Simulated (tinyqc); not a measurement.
Electroplating on a thin resistive seed layer: kinetics, Wagner number and the terminal effect across a wafer: one step, computed by the program tinyqc.

Current enters the seed at the rim. The bath is treated as a local resistance per area (no lateral flow in the liquid), two electrons per ion, molar volume 7.11 cm^3/mol, Faraday constant F = e N_A, kinematic viscosity 0.01 cm^2/s, omega = 2 pi x rpm/60; k_B T/e is in volts.

Question. Linear estimate of the terminal effect. Linearised: with R_t = kinetic + bath resistance the current density obeys (1/r)(r i')' = i R_s/R_t, so i = A I_0(r/l), l = sqrt(R_t/R_s); with x = R/l, edge/centre = I_0(x) and edge/mean = x I_0(x)/(2 I_1(x)). Voltage drop in the seed for a uniform current: i R_s R^2/4.

Inputs (values chosen for the exercise, of the order of those for copper plating from an acid sulfate bath): wafer radius R = 15 cm; mean current density = 33 mA/cm^2; temperature T = 298 K.

kinetic resistance = 1.235193 ohm cm^2

bath resistance R_b = 95.47826 ohm cm^2

sheet resistance R_s = 1.894737 ohm/square

Give: length l; x = R/l; edge over centre, linear; edge over mean, linear; drop for uniform current.

Answer.

length l = 7.1445 cm

x = R/l = 2.0995

edge over centre, linear = 2.4455

edge over mean, linear = 1.4714

drop for uniform current = 3517.1 mV
